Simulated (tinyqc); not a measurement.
Changing the incident fluence: millisecond and nanosecond annealing: surface heating, thermal budget and solid-phase regrowth. Computed by tinyqc, a small Python program. Command: `OMP_NUM_THREADS=1 python tinyqc.py 3026344 3026345 out.jsonl flash sweep`. One thread of a shared host (Intel(R) Xeon(R) Processor @ 2.30GHz), about 0.03 s of CPU time with the checks.

A square pulse heats the surface of a thick wafer with constant thermal properties; losses by radiation are neglected and silicon melts at 1414 C.

Inputs (values chosen for the exercise, modelled on hot silicon with phosphorus): pulse length t_p = 5.4e-08 s; reflectance R = 0.33; thermal conductivity k = 0.25 W/(cm K); heat capacity per volume c = 2.24 J/(cm^3 K); preheat temperature T0 = 400 C; dopant prefactor D0 = 4.48 cm^2/s; dopant activation energy E = 3.7 eV; regrowth prefactor v0 = 5e+08 cm/s; regrowth energy E_v = 2.68 eV.

Source: pulsed laser.

Constants: k_B = 8.617333262e-05 eV/K.

Method:
- Absorbed flux q = (1 - R) fluence/t_p; kappa = k/c. With f(z, t) = (2 q/k) sqrt(kappa t) ierfc(z/(2 sqrt(kappa t))), ierfc(x) = exp(-x^2)/sqrt(pi) - x erfc(x): T = T0 + f(z, t) during the pulse and T0 + f(z, t) - f(z, t - t_p) after it.
- At the surface the rise at the end of the pulse is 2 q sqrt(t_p/(pi k c)); the fluence that just melts the surface scales with (1414 - T0).
- Temperatures in kelvin are T(C) + 273.15.
- Integrate exp(-E/(k_B T(t))) at the surface from 0 to 10 t_p (Gauss-Legendre, 60 points in sqrt(t) up to t_p and 60 in sqrt(t - t_p) after it). (Dt) = D0 x integral with E; regrowth = v0 x integral with E_v; effective time = integral/exp(-E/(k_B T_peak)).

One run for each value; columns: (1) incident fluence (J/cm^2); (2) peak temperature (C); (3) diffusion length 2 sqrt(Dt) (nm); (4) possible regrowth (nm); (5) effective time over t_p:
```
(1)     (2)       (3)        (4)     (5)
0.099   830  0.000012  2.730e-05  0.1273
0.110   878  0.000028  8.581e-05  0.1244
0.120   922  0.000054  2.255e-04  0.1225
0.131   970  0.000108  6.060e-04  0.1211
0.142  1017  0.000203  1.519e-03  0.1202
0.153  1065  0.000368  3.576e-03  0.1197
0.163  1109  0.000608  7.413e-03  0.1196
0.174  1156  0.001023  1.574e-02  0.1196
0.185  1204  0.001666  3.188e-02  0.1199
```

Over the rows, peak temperature (C) rises from 830 to 1200 (exponent d ln y / d ln x 0.53 between the first rows and 0.66 between the last); diffusion length 2 sqrt(Dt) (nm) rises from 1.25e-5 to 0.00167 (exponent d ln y / d ln x about 7.8 throughout); possible regrowth (nm) rises from 2.73e-5 to 0.0319 (exponent d ln y / d ln x 11 between the first rows and 12 between the last). Regrowth rises by a factor 1170 and (Dt) by 17800: the process with the higher activation energy gains more from a hotter peak.

Caution (all rows): equilibrium diffusivities are used; implant damage enhances diffusion, and k and c vary with temperature. Caution (all rows): a diffusion length below the atomic spacing of 0.235 nm means about one jump per atom or fewer, so the profile does not change measurably. Caution (rows 0.174, 0.185): the peak lies above 1150 C, and amorphous silicon melts some 200 to 250 K below the crystal, so a layer that has not regrown before the peak may melt instead.

Extremes, crossings and ranges named in words are read from the listed rows.
